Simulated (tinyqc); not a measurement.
Time-domain thermoreflectance: layered heat flow under a modulated pulse train, and what the signal ratio measures: one step, computed by the program tinyqc. Command: `OMP_NUM_THREADS=1 python tinyqc.py 3110907 3110908 out.jsonl tdtr walk`. One thread of a shared host (Intel(R) Xeon(R) Processor @ 2.30GHz), about 0.3 s of CPU time with the checks.

Pulses repeat at 80 MHz; heat is laid down at the surface, all layers are isotropic, and the film is in perfect contact with the substrate.

Problem. Length and time scales. Penetration depth sqrt(kappa/(pi f C)); effusivity sqrt(kappa C); cooling time of the metal d C_m/G; Kapitza length kappa/G.

Inputs (values chosen for the exercise, modelled on aluminium on beta-Ga2O3):
```
quantity                                value        unit
metal thickness d                         110          nm
metal heat capacity                      2.42  MJ/(m^3 K)
boundary conductance G under the metal     74  MW/(m^2 K)
substrate conductivity kappa               14     W/(m K)
substrate heat capacity C                3.34  MJ/(m^3 K)
modulation frequency f                      5         MHz
spot radius w (1/e^2, pump and probe)       5  micrometre
```

Stack: metal, film, substrate.

Give: penetration depth; effusivity; cooling time of the metal; Kapitza length; depth over spot radius.

Solution.

penetration depth = 0.5166 micrometre

effusivity = 6838 W s^(1/2)/(m^2 K)

cooling time of the metal = 3597 ps

Kapitza length = 189.2 nm

depth over spot radius = 0.1033
